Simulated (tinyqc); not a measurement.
# Worked calculation: ellipsometry and reflectance of a transparent film on an absorbing substrate

Computed by the program tinyqc: `OMP_NUM_THREADS=1 python tinyqc.py 2870195 2870196 out.jsonl`, one thread of a shared Intel Xeon 2.30GHz, about 0.4 s for the whole run. Printed values are rounded.

Air (index 1), film, substrate with N2 = n2 - i k2; time factor exp(+i w t). q_j = sqrt(N_j^2 - sin^2 th), root with positive real part. Fresnel coefficients r_s = (q_a - q_b)/(q_a + q_b), r_p = (N_b^2 q_a - N_a^2 q_b)/(N_b^2 q_a + N_a^2 q_b). tan(Psi) exp(i Delta) = R_p/R_s, Delta taken from 0 to 360 degrees.

Parameters, values chosen for the exercise; indices close to those of silicon dioxide on silicon:
- lam = 800 nm (wavelength)
- th = 75 degrees (angle of incidence)
- n1 = 1.449 (index of the transparent film)
- d = 33 nm (film thickness)
- n2 = 3.692 (index of the substrate)
- k2 = 0.0065 (extinction coefficient of the substrate)

## Interface coefficients and thickness period

q0, q1, q2 and the coefficients r01 and r12 for p and s; the results repeat in d with the period lam/(2 q1).

q0 = 0.2588190
q1 = 1.080087
q2 = 3.563405-0.006735i
r01,p = -0.3305631
r01,s = -0.6133873
r12,p = 0.3261002-0.0007289i
r12,s = -0.5347963+0.0006747i
period = 370.3405 nm

## Psi, Delta and reflectances

beta = 2 pi d q1/lam, X = exp(-2 i beta), R = (r01 + r12 X)/(1 + r01 r12 X) for p and s.

beta = 0.2799385 rad
X = 0.8473204-0.5310820i
R_p = -0.0719257-0.1867002i
R_s = -0.8490084+0.1067398i
Psi = 13.16032 degrees
Delta = 76.09677 degrees
|R_p|^2 = 0.04003025
|R_s|^2 = 0.7322086

The bare substrate gives Psi = 0.3359 and Delta = 9.2759 degrees.
